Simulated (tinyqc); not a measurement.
Worked calculation: five-level k.p model folded onto the conduction band. Values are carried at full precision from step to step, so a last printed digit may differ when a step is redone from the rounded ones.

Second-order sums for the lowest conduction level at E: 1/m = 1 + Cm + (Ep/3)(2/E + 1/(E + Dso)) - (Ep2/3)(2/(E7 + D2 - E) + 1/(E7 - E)); g/2 = 1 + Cg - (Ep/3)(1/E - 1/(E + Dso)) - (Ep2/3)(1/(E7 - E) - 1/(E7 + D2 - E)). E is counted from the top of the valence band; E = Eg at the edge.

Constants: hbar^2/2m0 = 3.80998211 eV angstrom^2.

Values chosen for the exercise (near those of InAs; not measured data): Eg = 0.418 eV (gap at Gamma to the s-like level); Dso = 0.392 eV (spin-orbit splitting); Ep = 21.7 eV (Kane energy); E7 = 4.57 eV (upper Gamma7 conduction level, from the valence top); D2 = 0.17 eV (its spin-orbit splitting, Gamma8 above Gamma7); Ep2 = 4.5 eV (Kane energy to the upper levels); Cm = -1.3 (remote term in 1/m); Cg = 0 (remote term in g/2); k = 0.016 1/angstrom (wave vector along z).

## Mass and g factor term by term

Evaluate at E = Eg.

Terms:
```
level           part of 1/m  part of g
free + remote       -0.3000     2.0000
Gamma8 valence      34.6093   -34.6093
Gamma7 valence       8.9300    17.8601
Gamma8 upper        -0.6941     0.6941
Gamma7 upper        -0.3613    -0.7225
```

m = 0.0237 m0
g = -14.778

The valence levels give 43.54 to 1/m and the upper levels take 1.06 away. In g the two valence terms nearly cancel when Dso is small against Eg; here Dso/Eg = 0.94 and they leave -16.749, the upper pair -0.028.

## The matrix at one k

For k along z and one spin sector the level c couples to four states. With c0 = hbar^2/2m0, P = sqrt(Ep c0), P2 = sqrt(Ep2 c0): diagonal Eg + (1 + Cm) c0 k^2 for c, and 0, -Dso, E7 + D2, E7 for lh, so, G8 up, G7 up (their own dispersion is left out); couplings of c: sqrt(2/3) P k to lh, sqrt(1/3) P k to so, sqrt(2/3) P2 k to G8 up, sqrt(1/3) P2 k to G7 up (phases chosen real).

Fill in the matrix.

H (eV), rows c, lh, so, G8 up, G7 up and columns alike:
```
[[0.41771, 0.11879, 0.08399, 0.05409, 0.03825],
 [0.11879, 0, 0, 0, 0],
 [0.08399, 0, -0.39200, 0, 0],
 [0.05409, 0, 0, 4.74000, 0],
 [0.03825, 0, 0, 0, 4.57000]]
```

## Exact folding onto c

Solve E = H_cc + S(E), S(E) = sum_j H_cj^2/(E - H_jj), from E = H_cc, by plain substitution and by Newton steps on E - H_cc - S(E). The weight of c in the state is Z = 1/(1 - dS/dE). The exact level is the third eigenvalue of H from below.

Iterates (eV):
```
step  substitution   Newton
0          0.41771  0.41771
1          0.45917  0.45568
2          0.45569  0.45594
3          0.45596  0.45594
4          0.45594  0.45594
5          0.45594  0.45594
6          0.45594  0.45594
7          0.45594  0.45594
```

exact level = 0.45594 eV
Z = 0.9277

Substitution multiplies the error by about dS/dE = 1 - 1/Z = -0.078 a step, so it alternates; after 7 steps it is off by 7.2e-10 eV, while Newton is within 1e-5 eV from step 2 on.

## Loewdin series

Expanding E = H_cc + S(E) about Eg in powers of k^2, with s_n = sum_j H_cj^2/(Eg - H_jj)^n: order k^2: e2 = (1 + Cm) c0 k^2 + s1; order k^4: e4 = -s2 e2; order k^6: e6 = s3 e2^2 + s2^2 e2.

Give each order and the partial sums, counted from Eg.

s1 (eV), s2 (no unit), s3 (1/eV); (1 + Cm) c0 k^2 is H_cc - Eg: [0.04144, 0.09175, 0.20642]

e2, e4, e6 (eV): [0.04114, -0.00378, 0.00070]

partial sums (eV): [0.04114, 0.03737, 0.03807]

The exact value is 0.03794 eV; the errors of the partial sums are +3.21, -0.57 and +0.13 meV.

## Checks

- Curvature of the exact level at small k against the sum for 1/m: both 42.184.

Run: tinyqc, `OMP_NUM_THREADS=1 python tinyqc.py 1051168 1051169 out.jsonl`; Intel(R) Xeon(R) Processor @ 2.30GHz, one thread, shared host; about 0.01 s of CPU time with all checks.
